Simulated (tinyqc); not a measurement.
Inside a calculation. Method: CIS on RHF in the sto-6g basis, for H2, spin multiplicity 1. Computed by tinyqc, a small Python program that keeps every step (integrals from PySCF). Settings: charge = 0, multiplicity = 1, basis = sto-6g, method = RHF, energy threshold = 1e-10, iteration cap = 54, orthogonalisation = symmetric, start = core, DIIS depth = 6. Command: `OMP_NUM_THREADS=1 python tinyqc.py 30565 30566 out.jsonl` (the two numbers bound the seeds that draw the settings). One thread of a shared host (Intel(R) Xeon(R) Processor @ 2.60GHz), about 0.03 s of CPU time with the checks. The early iterations of the SCF are left out here.

## One-electron integrals

Geometry (angstrom):

| atom | x | y | z |
|---|---|---|---|
| H | 0.000000 | 0.000000 | 0.000000 |
| H | 0.000000 | 0.000000 | 0.952000 |

Basis sto-6g: exponents (1/bohr^2) and contraction coefficients of normalised primitives:

| element | l (shell) | exponent | coefficient |
|---|---|---|---|
| H | s (1) | 35.523221 | 0.009164 |
| H | s (1) | 6.513144 | 0.049361 |
| H | s (1) | 1.822143 | 0.168538 |
| H | s (1) | 0.625955 | 0.370563 |
| H | s (1) | 0.243077 | 0.416492 |
| H | s (1) | 0.100112 | 0.130334 |

Overlap, kinetic and nuclear-attraction integrals over the contracted functions; the nuclear repulsion is the sum of Za Zb / Rab.

nuclear repulsion = 0.55585841 hartree

overlap S:
```
          1H 1s     2H 1s
1H 1s  1.000000  0.525359
2H 1s  0.525359  1.000000
```

kinetic energy T (hartree):
```
          1H 1s     2H 1s
1H 1s  0.768522  0.129898
2H 1s  0.129898  0.768522
```

nuclear attraction V (hartree):
```
           1H 1s      2H 1s
1H 1s  -1.774692  -0.860872
2H 1s  -0.860872  -1.774692
```

core Hamiltonian H = T + V (hartree):
```
           1H 1s      2H 1s
1H 1s  -1.006170  -0.730974
2H 1s  -0.730974  -1.006170
```

## Two-electron integrals

Functions are numbered as in S; the eight-fold symmetry (ij|kl) = (ji|kl) = (kl|ij) leaves the list below.

Two-electron integrals (ij|kl) in chemists' order, unique and non-zero (hartree):
```
(11|11) 0.774999   (21|11) 0.332122   (21|21) 0.178786   (22|11) 0.493936
(22|21) 0.332122   (22|22) 0.774999
```

## Orthogonalisation

S = U s U^T; symmetric (Loewdin) form X = U s^(-1/2) U^T, so that X^T S X = 1.

eigenvalues of S: 0.474641  1.525359

X:
```
           1H 1s      2H 1s
1H 1s   1.130591  -0.320910
2H 1s  -0.320910   1.130591
```

## Iteration 2 (converged): orbitals

converged F (hartree):
```
           1H 1s      2H 1s
1H 1s  -0.269187  -0.499335
2H 1s  -0.499335  -0.269187
```

Diagonalise F' = X^T F X, C = X C', fill 1 alpha and 1 beta electrons from the bottom; D = 2 C_occ C_occ^T. Each column has its largest component positive (the first on a tie).

F' = X^T F X (hartree):
```
           1          2
1  -0.009470  -0.494360
2  -0.494360  -0.009470
```

orbital energies (hartree): MO1 -0.503830, MO2 0.484890

coefficients C:
```
            MO1        MO2
1H 1s  0.572531   1.026367
2H 1s  0.572531  -1.026367
```

D after iteration 2:
```
          1H 1s     2H 1s
1H 1s  0.655583  0.655583
2H 1s  0.655583  0.655583
```

## Convergence

Stop when the energy changes by less than 1e-10 hartree and every element of the error matrix X^T (F D S - S D F) X is below 3e-06.

Course of the cycle:

| iteration | E (hartree) | change | largest element of the error matrix |
|---|---|---|---|
| 1 | -1.08681428 | - | 1.30e-16 |
| 2 | -1.08681428 | 0.000000 | 1.30e-16 |

PySCF RHF in the same basis = -1.08681428 hartree

Converged in 2 iterations.

## Integrals over molecular orbitals

(pq|rs) = sum C_ip C_jq C_kr C_ls (ij|kl), one index at a time.

one-electron integrals over orbitals h = C^T H C (hartree):
```
           1          2
1  -1.138842   0.000000
2   0.000000  -0.579798
```

Two-electron integrals over orbitals (pq|rs), unique and non-zero (hartree):
```
(11|11) 0.635012   (21|21) 0.194105   (22|11) 0.629396   (22|22) 0.661432
```

## CIS matrix, singlets

A(ia,jb) = (e_a - e_i) d_ij d_ab + 2 (ia|jb) - (ij|ab).

CIS matrix A, singlet (hartree):
```
          1>2
1>2  0.747533
```

## CIS singlet states

dipole integrals <i|r|a> (bohr):
```
            x         y          z
1>2  0.000000  0.000000  -1.057152
```

Diagonalise A (1 hartree = 27.211386 eV); each vector has its largest component positive (the first on a tie). The transition dipole is mu = sqrt2 sum c_ia <i|r|a>.

singlet excitation energies (eV): 20.341409

lowest vectors:
```
      state 1
1>2  1.000000
```

oscillator strengths 2/3 w |mu|^2: 1.113893

## CIS matrix, triplets

A(ia,jb) = (e_a - e_i) d_ij d_ab - (ij|ab).

CIS matrix A, triplet (hartree):
```
          1>2
1>2  0.359324
```

## CIS triplet states

Diagonalise A (1 hartree = 27.211386 eV); each vector has its largest component positive (the first on a tie).

triplet excitation energies (eV): 9.777696

lowest vectors:
```
      state 1
1>2  1.000000
```
